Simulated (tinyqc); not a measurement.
Mobility from the current.

Problem. A Schottky diode carries J = q Nc [vR vD/(vR + vD)] exp(-phi/Vt) [exp(V/Vt) - 1]. A* = 4 pi q me m0 kB^2/h^3 (times 1e-4 for A/(cm^2 K^2)); Nc = 2 (2 pi me m0 kB T/h^2)^1.5 (times 1e-6 for cm^-3); vR = A* T^2/(q Nc). Find vR, vD and mun.

Values chosen for this exercise; band and dielectric values close to those of gallium nitride: temperature T = 350 K; electron mass me = 0.197 m0; barrier height seen from the metal phi = 1.15 eV; bias V = 0.5 V.

Constants: q = 1.602176634e-19 C, kB = 1.380649e-23 J/K, h = 6.62607015e-34 J s, m0 = 9.1093837015e-31 kg, Vt = kB T/q. Results are converted to the units shown.

J = 2.8376227e-4 A/cm^2
vD/mun = 37781.205 V/cm

Answer. J gives the effective velocity v, and 1/vD = 1/v - 1/vR.

vR = 6.546e6 cm/s
vD = 1.889e6 cm/s
mun = 50.00 cm^2/(V s)

Program tinyqc, `OMP_NUM_THREADS=1 python tinyqc.py 2640101 2640102 out.jsonl`; Intel Xeon 2.30GHz, shared host, one thread, about 0.01 s.
